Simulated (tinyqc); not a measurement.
Worked calculation: Schottky barrier with interface states (Cowley-Sze model), image lowering and contact resistance. Computed by tinyqc, a small Python program that keeps every step. Command: `OMP_NUM_THREADS=1 python tinyqc.py 3031062 3031063 out.jsonl pinning walk`. One thread of a shared host (Intel(R) Xeon(R) Processor @ 2.30GHz), about 0.01 s of CPU time with the checks. Intermediate numbers are printed to about 6 digits and carried at full precision; extremes and crossings named in words are read from the listed rows.

An n-type semiconductor under a metal. The barrier lies between the Schottky-Mott limit phi_M - chi and the Bardeen limit E_g - E_n, E_n being the neutrality level of the interface states; the space-charge term of the full Cowley-Sze expression is left out.

Inputs (values chosen for the exercise, for a model semiconductor):

| quantity | value | unit |
|---|---|---|
| gap E_g | 3.68 | eV |
| electron affinity chi | 3.81 | eV |
| metal work function phi_M | 4.04 | eV |
| neutrality level E_n above the valence band | 2.03 | eV |
| interface-state density D | 1.7e+14 | cm^-2 eV^-1 |
| dipole layer thickness delta | 0.47 | nm |
| dipole layer constant eps_i | 1 | - |
| dielectric constant eps_s | 8.99 | - |
| electron mass m_e | 0.414 | m_0 |
| valleys M_c | 3 | - |
| donor density N | 2.5e+15 | cm^-3 |
| temperature T | 300 | K |
| reverse bias V_r | 0.84 | V |

Pinning factor from: interface states.

Constants: e = 1.602176634e-19 C; eps_0 = 8.8541878128e-12 F/m; k_B = 8.617333262e-05 eV/K; m_0 = 9.1093837015e-31 kg; k_B = 1.380649e-23 J/K; h = 6.62607015e-34 J s; hbar = 1.054571817e-34 J s.

## Pinning factor and barrier

S = 1/(1 + e^2 D delta/(eps_i eps_0)); for D per eV, e^2 D is the number e x D in SI units, with 1 cm^-2 = 1e4 m^-2. phi_B = S (phi_M - chi) + (1 - S)(E_g - E_n); the hole barrier is E_g - phi_B.

pinning factor S = 0.0646914

Schottky-Mott barrier = 0.23 eV

Bardeen barrier = 1.65 eV

barrier phi_B = 1.55814 eV

hole barrier = 2.12186 eV

The contact is strongly pinned: the metal hardly matters.

## Depletion layer and image lowering under reverse bias

N_c = 2 M_c (2 pi m_e k_B T/h^2)^(3/2); xi = E_c - E_F solves N = N_c F_1/2(-xi/k_B T) (bisection; full ionisation). F_1/2(eta) = (2/sqrt(pi)) int_0^infinity sqrt(x)/(1 + exp(x - eta)) dx, by the trapezoid rule in t = sqrt(x) with step 0.02 up to t = 12 (for eta < -12 by exp(eta) - exp(2 eta)/2^(3/2)). V_bi = phi_B - xi; W = sqrt(2 eps_s eps_0 (V_bi + V_r - k_B T/e)/(e N)); field at the metal E_m = e N W/(eps_s eps_0); image lowering sqrt(e E_m/(4 pi eps_s eps_0)).

N_c = 2.00537e+19 cm^-3

xi = 0.232405 eV

built-in voltage V_bi = 1.32573 V

depletion width W = 922.229 nm

field E_m = 46406.7 V/cm

image lowering = 0.0272638 eV

## Thermionic current

A* = 4 pi e m_e M_c k_B^2/h^3 (a simple valley count); J_s = A* T^2 exp(-phi/k_B T). J_0 uses phi_B; the reverse current uses phi_B less the image lowering, times 1 - exp(-V_r/k_B T).

Richardson constant A* = 149.255 A cm^-2 K^-2

J_0 = 8.96606e-20 A/cm^2

thermionic reverse current = 2.57403e-19 A/cm^2

Image lowering raises the reverse current by a factor 2.87. Caution: so small an emission current is nominal: generation, tunnelling and edge leakage set the real one.

## Tunnelling scale and contact resistivity

E_00 = (e hbar/2) sqrt(N/(m_e eps_s eps_0)), E_0 = E_00 coth(E_00/k_B T); scaling form of the contact resistivity rho_c = (k_B/(e A* T)) exp(phi_B/E_0), which is the thermionic result when E_00 << k_B T and keeps only the leading exponential of tunnelling when E_00 >> k_B T; image lowering is left out of it.

E_00 = 4.81191e-04 eV

E_00/k_B T = 0.0186133

E_0 = 0.0258550 eV

contact resistivity rho_c = 2.86332e+17 ohm cm^2

With the usual bounds 0.5 and 5 on E_00/k_B T the regime is thermionic emission; so large a rho_c means a blocking contact.

## Choosing the metal

The formulas are those given above.

Against work function:

| phi_M (eV) | Schottky-Mott (eV) | phi_B (eV) | J_0 (A/cm^2) | rho_c (ohm cm^2) |
|---|---|---|---|---|
| 3.81 | 0.00 | 1.54326 | 1.59426e-19 | 1.61043e+17 |
| 4.04 | 0.23 | 1.55814 | 8.96606e-20 | 2.86332e+17 |
| 4.27 | 0.46 | 1.57302 | 5.04249e-20 | 5.09094e+17 |
| 4.50 | 0.69 | 1.58790 | 2.83589e-20 | 9.05160e+17 |
| 4.72 | 0.91 | 1.60213 | 1.63531e-20 | 1.56959e+18 |
| 4.95 | 1.14 | 1.61701 | 9.19694e-21 | 2.79071e+18 |
| 5.18 | 1.37 | 1.63189 | 5.17234e-21 | 4.96183e+18 |
| 5.41 | 1.60 | 1.64677 | 2.90891e-21 | 8.82205e+18 |

A span of 1.60 eV in work function moves the barrier by 0.104 eV (slope S = 0.065) and rho_c by 1.7 decades. The barrier equals its Schottky-Mott value only at phi_M = chi + E_g - E_n = 5.46 eV, where the interface states are neutral.

## Doping the contact

Regimes: thermionic below E_00/k_B T = 0.5, field emission above 5.

Against doping:

| N (cm^-3) | 1e10/sqrt(N) | E_00/k_B T | rho_c (ohm cm^2) | regime |
|---|---|---|---|---|
| 1.00e+16 | 1.00000e+02 | 3.72266e-02 | 2.80419e+17 | thermionic emission |
| 1.00e+17 | 3.16228e+01 | 1.17721e-01 | 2.18597e+17 | thermionic emission |
| 1.00e+18 | 1.00000e+01 | 3.72266e-01 | 2.06161e+16 | thermionic emission |
| 3.00e+18 | 5.77350e+00 | 6.44783e-01 | 2.23253e+14 | thermionic-field emission |
| 1.00e+19 | 3.16228e+00 | 1.17721e+00 | 4.60612e+09 | thermionic-field emission |
| 3.00e+19 | 1.82574e+00 | 2.03898e+00 | 4.94472e+03 | thermionic-field emission |
| 1.00e+20 | 1.00000e+00 | 3.72266e+00 | 2.03017e-02 | thermionic-field emission |
| 3.00e+20 | 5.77350e-01 | 6.44783e+00 | 2.20747e-05 | field emission |
| 1.00e+21 | 3.16228e-01 | 1.17721e+01 | 3.21997e-07 | field emission |

Even over the thermionic rows rho_c falls by a factor 14, since the barrier is many E_0 high, and then it falls faster, by 23.9 decades in all; in field emission ln rho_c is linear in 1/sqrt(N). It stays above 1e-7 ohm cm^2 at every listed doping.

Checks made by the program: charge in the layer against the field (relative difference below 1e-10).
